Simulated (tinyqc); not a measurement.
Inside a calculation. Method: one-electron ion in a basis of Gaussians. One step of it, computed by the program tinyqc.

Problem. Generalised eigenproblem. Solve H C = S C e through S^(-1/2); each column has its largest component positive (the first on a tie).

H = T + V (hartree):
```
,1,2,3,4,5
1,-6.049484,-6.575649,-6.899258,-6.779154,-6.200620
2,-6.575649,-6.781168,-7.005541,-8.046379,-8.784704
3,-6.899258,-7.005541,-4.289148,-3.218370,-6.125983
4,-6.779154,-8.046379,-3.218370,8.268790,13.329537
5,-6.200620,-8.784704,-6.125983,13.329537,48.596535
```

S:
```
,1,2,3,4,5
1,1.000000,0.869987,0.598407,0.355386,0.195772
2,0.869987,1.000000,0.869941,0.598410,0.355373
3,0.598407,0.869941,1.000000,0.869989,0.598446
4,0.355386,0.598410,0.869989,1.000000,0.869971
5,0.195772,0.355373,0.598446,0.869971,1.000000
```

Give: eigenvalues of S; eigenvalues; coefficients.

Solution.

eigenvalues of S: 0.0071  0.0503  0.2693  1.1555  3.5178

eigenvalues (hartree): -7.9627  0.7479  17.7746  66.1106  195.4429

coefficients:
```
,1,2,3,4,5
1,0.4741,-2.1211,-1.8581,1.0923,-0.6186
2,0.2838,2.1952,4.4886,-3.5757,2.1736
3,0.2790,-0.4453,-3.5491,5.4617,-4.2697
4,0.0266,0.2544,0.7716,-3.6655,5.3359
5,0.0660,0.0053,-0.2612,0.3955,-3.0858
```

For Z = 4 and l = 0 the exact lowest level is -Z^2/(2 n^2) with n = l + 1: -8.000000 hartree.
